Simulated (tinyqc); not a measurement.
# From one set of inputs to another, one input at a time

Model: decay of LO phonons and the hot-phonon bottleneck in the cooling of electrons. Computed by tinyqc, a small Python program. Command: `OMP_NUM_THREADS=1 python tinyqc.py 3026872 3026873 out.jsonl hotphonon ladder`. One thread of a shared host (Intel(R) Xeon(R) Processor @ 2.30GHz), about 0.01 s of CPU time with the checks.

n(E, T) = 1/(exp(E/(k_B T)) - 1) is the Bose occupation. Electrons have a temperature T_e; the LO modes within their reach share one occupation N; the decay products stay at the lattice temperature.

The inputs printed are set A. Set A is modelled on gallium nitride; the values taken over come from a set modelled on silicon carbide. Inputs not listed in the table keep their values of set A, so the rows need not describe a real material.

Inputs (values chosen for the exercise, modelled on gallium nitride):
```
quantity,value,unit
LO energy hbar omega,89.7,meV
"lifetime at T = 0, tau_0",2.2,ps
share f of the energy in the softer product,0.22,-
lattice temperature T,250,K
electron mass m*,0.207,m_0
eps_inf,5.49,-
static dielectric constant eps_s,9.58,-
electron density n,2.1e+18,1/cm^3
"density of LO modes that the electrons reach, N_m",1.7e+19,1/cm^3
power supplied per electron P,0.96,nW
```

Decay channel: two unequal phonons (Ridley).

Constants: k_B = 8.617333262e-05 eV/K; c = 299792458 m/s; e^2/(4 pi eps_0) = 14.39964548 eV angstrom; hbar^2/(2 m_0) = 3.80998212 eV angstrom^2; hbar = 6.582119569e-16 eV s; e = 1.602176634e-19 C.

Method:
- Decay rate 1/tau = (1/tau_0) [1 + n(f hbar omega) + n((1 - f) hbar omega)].
- Full width Gamma = 1/(2 pi c tau) in 1/cm, c in cm/s.
- Froehlich coupling alpha = (e^2/(4 pi eps_0)) (1/eps_inf - 1/eps_s) k_0/(2 hbar omega), k_0 = sqrt(m* hbar omega/(hbar^2/(2 m_0))); emission time tau_sp = hbar/(2 alpha hbar omega); bottleneck ratio r = (n/N_m) tau/tau_sp.
- Net emission per electron: [(N + 1) x - N]/tau_sp with x = exp(-hbar omega/(k_B T_e)), a simple two-level balance; steady state of the modes: n [(N + 1) x - N]/tau_sp = N_m (N - N_0)/tau; power per electron P = hbar omega [(N + 1) x - N]/tau_sp.
- With p = P tau_sp/(hbar omega): N = N_0 + r p and x = (p + N)/(N + 1); without hot phonons N = N_0. The mode temperature T_LO solves n(hbar omega, T_LO) = N.

Each row keeps all changes above it:
```
input moved,from,to,mode temperature T_LO (K),bottleneck ratio r,T_e without hot phonons (K)
set A,-,-,284.45,18.904,252.12
"lifetime at T = 0, tau_0 (ps)",2.2,4.8,317.10,41.244,252.12
electron density n (1/cm^3),2.1e+18,1.2e+18,291.79,23.568,252.12
electron mass m* (m_0),0.207,0.357,291.79,30.951,251.62
eps_inf,5.49,6.49,291.79,19.781,252.52
LO energy hbar omega (meV),89.7,118,330.50,26.862,254.68
static dielectric constant eps_s,9.58,9.47,330.50,26.206,254.79
"density of LO modes that the electrons reach, N_m (1/cm^3)",1.7e+19,8.5e+18,380.25,52.413,254.79
```

Mode temperature T_LO goes from 284 to 380, a factor 1.34 in all. The largest single move comes from density of LO modes that the electrons reach, N_m (a factor 1.15), and electron density n works against it (a factor 0.920). Bottleneck ratio r goes from 18.9 to 52.4, a factor 2.77 in all. The largest single move comes from lifetime at T = 0, tau_0 (a factor 2.18), and electron density n works against it (a factor 0.571). T_e without hot phonons goes from 252 to 255, a factor 1.011 in all. The largest single move comes from LO energy hbar omega (a factor 1.009), and electron mass m* works against it (a factor 0.99801). The single moves hold for this order of the switches; the total does not depend on the order.

Caution (rows electron mass m*): alpha is above 1/2, so hbar/tau_sp exceeds hbar omega and the emission time, a weak-coupling result, is only rough.

Extremes, crossings and ranges named in words are read from the listed rows.
